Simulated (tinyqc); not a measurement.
# From one set of inputs to another, one input at a time

Model: scattering of inversion-layer electrons by surface optical phonons of the gate insulator (remote phonon scattering). Computed by tinyqc, a small Python program. Command: `OMP_NUM_THREADS=1 python tinyqc.py 3113845 3113846 out.jsonl sophonon ladder`. One thread of a shared host (Intel(R) Xeon(R) Processor @ 2.30GHz), about 0.04 s of CPU time with the checks.

One subband with the Fang-Howard envelope; insulator and channel are half-spaces, the gate is far away, and an interlayer only moves the polar surface away by t (its own modes and its permittivity contrast are left out).

The inputs printed are set A. Set A is modelled on AlN on In0.53Ga0.47As; the values taken over come from a set modelled on Al2O3 on germanium. Inputs not listed in the table keep their values of set A, so the rows need not describe a real material.

Inputs (values chosen for the exercise, modelled on AlN on In0.53Ga0.47As):

| quantity | value | unit |
|---|---|---|
| static constant of the insulator eps_0s | 8.95 | - |
| intermediate constant eps_i | 7.43 | - |
| optical constant eps_inf | 4.76 | - |
| hbar omega_TO1 | 79.7 | meV |
| hbar omega_TO2 | 87.1 | meV |
| constant of the channel eps_s | 13.9 | - |
| in-plane mass m | 0.0418 | m_0 |
| valleys g_v | 1 | - |
| sheet density n | 2.2e+12 | 1/cm^2 |
| mean distance of the electrons z0 = 3/b | 3.2 | nm |
| interlayer thickness t | 0.8 | nm |
| temperature T | 300 | K |
| mobility from other processes | 2820 | cm^2/(V s) |

Screening by the channel electrons: static.

Constants: k_B = 8.617333262e-05 eV/K; hbar^2/(2 m_0) = 3.80998212 eV angstrom^2; e^2/(4 pi eps_0) = 14.39964548 eV angstrom; hbar = 6.582119569e-16 eV s; e = 1.602176634e-19 C; m_0 = 9.1093837015e-31 kg.

Method:
- eps(w) = eps_inf + (eps_0s - eps_i) w1^2/(w1^2 - w^2) + (eps_i - eps_inf) w2^2/(w2^2 - w^2). Surface modes solve eps(w) + eps_s = 0, a quadratic in w^2; the strength of a mode is g = 2/(w d eps/dw).
- Occupation N = 1/(exp(hbar w/(k_B T)) - 1).
- Density of states D = g_v m/(pi hbar^2); eta = E_F/(k_B T) = ln(exp(n/(D k_B T)) - 1); screening wave number q_s = e^2 D/(2 eps_0 eps_avg) x 1/(1 + exp(-eta)), eps_avg = (eps_s + eps_inf)/2; b = 3/z0.
- For a mode of strength g, without the occupation factor, Area x |M(q)|^2 = e^2 hbar w g/(2 eps_0 q) x (b/(b + q))^6 exp(-2 q t) / (1 + (q_s/q) H(q))^2, H = (1 + 9 x/8 + 3 x^2/8)/(1 + x)^3, x = q/b.
- Approximate momentum relaxation rate, taking tau v alike in the initial and final states: 1/tau = (m/(2 pi hbar^3)) sum over modes and over absorption (N, E' = E + hbar w) and emission (N + 1, E' = E - hbar w > 0) of [(1 - f(E'))/(1 - f(E))] int_0^(2 pi) Area |M(q)|^2 (1 - cos theta) d theta, q^2 = k^2 + k'^2 - 2 k k' cos theta, f the Fermi function; 48 midpoints in theta from 0 to pi.
- mu = (e/m) int tau E f (1 - f) dE/(k_B T int f dE), by 300 midpoints from 0 to (max(eta, 0) + 14) k_B T; Matthiessen sum with the other processes.

Each row keeps all changes above it:

| input moved | from | to | remote-phonon mobility (cm^2/(V s)) | total mobility (cm^2/(V s)) | loss of mobility (%) |
|---|---|---|---|---|---|
| set A | - | - | 9.8079e+05 | 2811.9 | 0.2867 |
| sheet density n (1/cm^2) | 2.2e+12 | 1.8e+12 | 8.8486e+05 | 2811.0 | 0.3177 |
| static constant of the insulator eps_0s and intermediate constant eps_i and optical constant eps_inf | 8.95, 7.43, 4.76 | 12.7, 7.33, 3.21 | 7.0287e+05 | 2808.7 | 0.3996 |
| mean distance of the electrons z0 = 3/b (nm) | 3.2 | 2.9 | 5.9537e+05 | 2806.7 | 0.4714 |
| hbar omega_TO1 (meV) and hbar omega_TO2 (meV) | 79.7, 87.1 | 48.7, 70.1 | 1.9716e+05 | 2780.2 | 1.4101 |
| temperature T (K) | 300 | 400 | 1.2327e+05 | 2756.9 | 2.2365 |
| in-plane mass m (m_0) | 0.0418 | 0.116 | 8.2672e+04 | 2727.0 | 3.2986 |

Where does the difference come from?

Remote-phonon mobility goes from 981000 to 82700, a factor 0.0843 in all. The largest single move comes from hbar omega_TO1 with hbar omega_TO2 (a factor 0.331). Total mobility goes from 2810 to 2730, a factor 0.970 in all. The largest single move comes from in-plane mass m (a factor 0.9891). Loss of mobility goes from 0.287 to 3.30, a factor 11.5 in all. The largest single move comes from hbar omega_TO1 with hbar omega_TO2 (a factor 2.99). The single moves hold for this order of the switches; the total does not depend on the order.

Caution (rows set A, sheet density n, static constant of the insulator eps_0s, mean distance of the electrons z0 = 3/b, hbar omega_TO1, temperature T): E_F is high enough for upper subbands or non-parabolicity, left out here, to matter. Caution (all rows): a relaxation time is only an approximation for inelastic scattering, and static or no screening brackets the true dynamic screening only roughly.

Extremes, crossings and ranges named in words are read from the listed rows.
